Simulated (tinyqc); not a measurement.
Donor level screened by free carriers (Yukawa potential): sweeps and comparisons. A value that a table varies takes the place of the one given here.

Potential -(q/(eps r)) exp(-ks r), q = e^2/(4 pi eps0). In units Ry* = Ry m/eps^2 and a* = a0 eps/m the problem is [-Laplacian - 2 exp(-x r)/r] psi = E psi with x = ks a*.

Converged values use 18 functions exp(-z r), z = 1.55^i, i = -11 to 6: S = 2/A^3, H = z_i z_j S - 2/(A + x)^2, A = z_i + z_j.

Screening wave number: Debye ks^2 = 4 pi q n/(eps kB T); Thomas-Fermi ks^2 = 6 pi q n/(eps EF) with EF = c (3 pi^2 n/gv)^(2/3)/m, c = hbar^2/2m0; the two are joined by 1/ks^2 = sqrt(1/ks_D^4 + 1/ks_TF^4). 1e18/cm^3 = 1e-6/angstrom^3, q = e^2/(4 pi eps0).

Constants: e^2/(4 pi eps0) = 14.39964547 eV angstrom; kB = 8.617333262e-05 eV/K; hbar^2/2m0 = 3.80998211 eV angstrom^2; Ry = 13.60569312 eV; a0 (Bohr radius) = 0.5291772105 angstrom.

Inputs chosen for the exercise (near those of a donor in GaN, with one mean mass; not measured data): xs = (0.04, 0.12, 0.35, 0.5, 0.76, 0.84, 1) (values of x); m = 0.203 m0 (mass); eps = 9.6 (dielectric constant); gv = 1 (valleys); T = 200 K (temperature); nl = (0.022, 0.074, 0.22, 0.74, 2.2, 7.4, 22) x 1e18/cm^3 (densities); n = 0.74 x 1e18/cm^3 (free-carrier density).

## Towards the loss of the bound state

First order (-1 + 2x), one-parameter (minimum of z^2 - 8 z^3/(2z + x)^2) and converged 1s energies in Ry*, and the mean radius in a*; a dash marks an unbound result.

Results:
```
x     first order  trial function  converged   <r>
0.04      -0.9200         -0.9223    -0.9223  1.50
0.12      -0.7600         -0.7801    -0.7801  1.52
0.35      -0.3000         -0.4526    -0.4537  1.65
0.50            -         -0.2930    -0.2962  1.81
0.76            -         -0.0986    -0.1094  2.39
0.84            -         -0.0574    -0.0715  2.75
1.00            -               -    -0.0206  4.37
```

First order loses the state at x = 0.5, the trial function reaches zero energy at x = 1.00, and the exact limit is 1.19. The radius starts at 1.5 a*, grows slowly at first (1.65 at x = 0.35), then steadily, and swells towards the end (4.4 at 1.00), where a single exponential fails: the binding vanishes as the square of the distance from 1.19.

## Binding against carrier density

Ry* = 29.9691 meV
a* = 25.025 angstrom

x from the joined ks; converged 1s binding (dash: x above 1.17, at or past the limit 1.19 where the state unbinds).

Results:
```
n (1e18/cm^3)  EF/kB T  1/ks (angstrom)      x  binding (meV)  n^(1/3) a*
0.022             0.08            204.0  0.123          23.25       0.070
0.074             0.18            111.6  0.224          18.52       0.105
0.22              0.38             65.5  0.382          12.48       0.151
0.74              0.85             37.7  0.664           5.00       0.226
2.2               1.76             25.3  0.988           0.70       0.325
7.4               3.96             18.7  1.340              -       0.488
22                8.18             15.2  1.648              -       0.701
```

The binding falls from 23.2 to 0.7 meV (bare value 30.0); it passes half the bare value between 0.074 and 0.22 x 1e18/cm^3. The level is unbound, or bound by less than 0.001 Ry*, from 7.4 x 1e18/cm^3 on; as the density rises, it is lost by the time n^(1/3) a* reaches 0.49. x grows with exponent 0.50 in n at the start and 0.19 at the end (1/2 for Debye, 1/6 for Thomas-Fermi screening). The level survives to n^(1/3) a* = 0.33, past the 0.26 of the Mott rule, which corresponds to x = 1 for one valley with degenerate screening; here the level lasts until x = 1.19, the screening is at most the degenerate value, and overlap of donors is left out.

## What each parameter does

Ry* = Ry m/eps^2, a* = a0 eps/m, x = ks a* with the joined ks; converged binding. Each row changes one parameter from the base and keeps the others.

Results:
```
case                  1/ks (angstrom)      x  binding in Ry*  binding (meV)
base                             37.7  0.664           0.167           5.00
n = 0.37 x 1e18/cm^3             51.2  0.488           0.307           9.20
T = 170 K                        35.5  0.704           0.141           4.23
m = 0.227 m0                     37.2  0.601           0.211           7.09
eps = 8.8                        36.1  0.636           0.186           6.64
gv = 2                           36.2  0.691           0.149           4.48
```

The largest shifts from the base row, up to three for each result and ties (the steps differ in size, so this ranks the rows, not the parameters). 1/ks (angstrom): n +13.5, T -2.2, eps -1.6. x: n -0.175, m -0.063, T +0.040. binding in Ry*: n +0.140, m +0.045, T -0.026. binding (meV): n +4.20, m +2.09, eps +1.64.

tinyqc: `OMP_NUM_THREADS=1 python tinyqc.py 1282014 1282015 out.jsonl`; about 0.01 s, one thread, shared Intel(R) Xeon(R) Processor @ 2.30GHz.
